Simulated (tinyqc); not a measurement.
Reverse leakage of an n+-p junction: diffusion, generation, trap-assisted and band-to-band tunnelling: two steps of the calculation.

One-sided abrupt junction in the depletion approximation, x from the junction (0) to W on the p side, field F = F0 (1 - x/W). Flat quasi-Fermi levels, long p side. Traps generate through SRH with both lifetimes shortened by 1 + Gamma (Hurkx enhancement, form for moderate fields); band-to-band generation is local and needs a total bending above Eg.

Parameters, values chosen for the exercise; band and dielectric values close to those of gallium arsenide:

| symbol | value | unit | meaning |
|---|---|---|---|
| T | 400 | K | temperature |
| Eg | 1.4 | eV | band gap |
| eps_r | 12.7 |  | relative permittivity |
| Nc | 6.65e17 | cm^-3 | conduction-band density of states at T |
| Nv | 1.4e19 | cm^-3 | valence-band density of states at T |
| Na | 6.3e16 | cm^-3 | acceptor density of the lighter side |
| Nd | 1e20 | cm^-3 | donor density of the heavier side |
| tau | 3e-8 | s | SRH lifetime of both carriers at zero field |
| Et | 0.13 | eV | trap level above the intrinsic level |
| mt | 0.082 | m0 | tunnelling mass |
| Dn | 10 | cm^2/s | electron diffusion coefficient on the lighter side |
| Ab | 3.7e16 | cm^-0.5 V^-2.5 s^-1 | band-to-band prefactor |
| Bb | 1.6e7 | V/cm | band-to-band field constant |
| VR | 0.9 | V | reverse bias |

Constants: q = 1.602176634e-19 C, kB = 1.380649e-23 J/K, hbar = 1.054571817e-34 J s, m0 = 9.1093837015e-31 kg, Vt = kB T/q, eps0 = 8.8541878128e-14 F/cm where lengths are in cm. Results are converted to the units shown.

Task 1. Field, scales and diffusion current. ni = sqrt(Nc Nv) exp(-Eg/(2 Vt)), Eg in volts; Vbi = Vt ln(Na Nd/ni^2); W = sqrt(2 eps0 eps_r (Vbi + VR)/(q Na)); F0 = 2 (Vbi + VR)/W; FG = sqrt(24 mt m0 (kB T)^3)/(q hbar); J_diff = q ni^2 sqrt(Dn/tau)(1 - exp(-VR/Vt))/Na.

Give: ni; Vbi; W; F0; FG; J_diff.

Result 1.

ni = 4.6224e9 cm^-3
Vbi = 1.3865 V
W = 225.71 nm
F0 = 202.61 kV/cm
FG = 325.23 kV/cm
J_diff = 9.9205e-13 A/cm^2

Task 2. Generation rates across the layer. u = (Vbi + VR)(1 - x/W)^2, p = Na exp(-u/Vt), n = Nd exp((u - Vbi - VR)/Vt); G0 = ni^2 (1 - exp(-VR/Vt))/(tau (n + p + 2 ni cosh(Et/Vt))); Gamma = 2 sqrt(3 pi)(F/FG) exp((F/FG)^2); trap-assisted part G0 Gamma; G_bb = Ab F^2.5 exp(-Bb/F) with F in V/cm, zero unless Vbi + VR > Eg, and counted as zero under 1 cm^-3 s^-1. 13 equal steps.

ni = 4.6223520e9 cm^-3
Vbi = 1.3865384 V
W = 225.71218 nm
F0 = 202.60655 kV/cm
FG = 325.22611 kV/cm

Give: x; F; Gamma; G0; G0 Gamma; G_bb.

Result 2.

| point | x (nm) | F (kV/cm) | Gamma | G0 (cm^-3 s^-1) | G0 Gamma (cm^-3 s^-1) | G_bb (cm^-3 s^-1) |
|---|---|---|---|---|---|---|
| 0 | 0.00 | 202.61 | 5.6387 | 7.1220e6 | 4.0159e7 | 0.0000 |
| 1 | 17.36 | 187.02 | 4.9146 | 1.3010e11 | 6.3941e11 | 0.0000 |
| 2 | 34.72 | 171.44 | 4.2733 | 8.3021e14 | 3.5477e15 | 0.0000 |
| 3 | 52.09 | 155.85 | 3.7019 | 3.5417e15 | 1.3111e16 | 0.0000 |
| 4 | 69.45 | 140.27 | 3.1894 | 3.5447e15 | 1.1306e16 | 0.0000 |
| 5 | 86.81 | 124.68 | 2.7265 | 3.5447e15 | 9.6648e15 | 0.0000 |
| 6 | 104.17 | 109.10 | 2.3049 | 3.5398e15 | 8.1590e15 | 0.0000 |
| 7 | 121.54 | 93.51 | 1.9175 | 2.8847e15 | 5.5315e15 | 0.0000 |
| 8 | 138.90 | 77.93 | 1.5581 | 1.9515e14 | 3.0407e14 | 0.0000 |
| 9 | 156.26 | 62.34 | 1.2210 | 6.0258e12 | 7.3574e12 | 0.0000 |
| 10 | 173.62 | 46.76 | 0.90113 | 3.8675e11 | 3.4851e11 | 0.0000 |
| 11 | 190.99 | 31.17 | 0.59389 | 5.4341e10 | 3.2273e10 | 0.0000 |
| 12 | 208.35 | 15.59 | 0.29491 | 1.6739e10 | 4.9365e9 | 0.0000 |
| 13 | 225.71 | 0.00 | 0 | 1.1305e10 | 0 | 0.0000 |

Range of the model: The n+ side is degenerate, so Vbi from Boltzmann statistics is only a guide.

tinyqc, about 0.01 s, one thread, Intel Xeon 2.30GHz (shared host): `OMP_NUM_THREADS=1 python tinyqc.py 2290169 2290170 out.jsonl`
